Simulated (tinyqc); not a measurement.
What moves the plasmon: plasmons of a degenerate electron gas in the random-phase approximation.

Zero temperature, parabolic band: kF = (3 pi^2 n)^(1/3), EF = c kF^2/m, Ep^2 = 8 pi c e2 n/(m eb), qTF^2 = 6 pi e2 n/(eb EF), c = hbar^2/2m0, e2 = e^2/(4 pi eps0), n in 1/angstrom^3 (1e-24 per 1/cm^3).

Lindhard function: eps(q, E)/eb = 1 + (qTF/q)^2 (f1 + i f2) with z = q/(2 kF), u = E/(hbar vF q), hbar vF = 2 c kF/m; f1 = 1/2 + [h(z - u) + h(z + u)]/(8 z), h(x) = (1 - x^2) ln|(x + 1)/(x - 1)|; f2 = pi u/2 for z + u < 1, (pi/(8 z))(1 - (z - u)^2) for |z - u| < 1 < z + u, else 0. Pairs exist for c (q^2 - 2 q kF)/m < E < c (q^2 + 2 q kF)/m.

Constants: hbar^2/2m0 = 3.80998211 eV angstrom^2; e^2/(4 pi eps0) = 14.39964547 eV angstrom.

Values chosen for the exercise (mass and background constant near those of InAs; polar phonons, which mix with the plasmon in the real crystal, and the rise of the mass with filling are left out; shifted at random, so the results belong to these values and not to a real crystal): n = 3.8e+18 1/cm^3 (electron density); m = 0.0258 m0 (mass); eb = 12.2 (background dielectric constant); qp = 0.00329 1/angstrom (wave vector of the plasmon).

The plasmon is taken at qp.

Results for these values:
```
case  Ep (meV)  plasmon at qp (meV)  qc (1/angstrom)
base     129.0                134.1          0.01316
```

What happens to each result for qp = 0.0023 1/angstrom, all else kept?

Answer: Ep does not change at the printed digits; plasmon at qp falls from 134.1 to 131.5; qc does not change at the printed digits.

The same for each parameter in turn:
```
case                    Ep (meV)  plasmon at qp (meV)  qc (1/angstrom)
base                       129.0                134.1          0.01316
n = 4.56e+18 1/cm^3        141.3                146.6          0.01365
m = 0.0297 m0              120.3                124.4          0.01392
eb = 10.98                 136.0                140.8          0.01372
qp = 0.0023 1/angstrom     129.0                131.5          0.01316
```

Computed by tinyqc, a small Python program: `OMP_NUM_THREADS=1 python tinyqc.py 1651164 1651165 out.jsonl` (the numbers bound the seed that draws the inputs); one thread of a shared host (Intel(R) Xeon(R) Processor @ 2.30GHz), about 0.01 s for the whole set of steps.
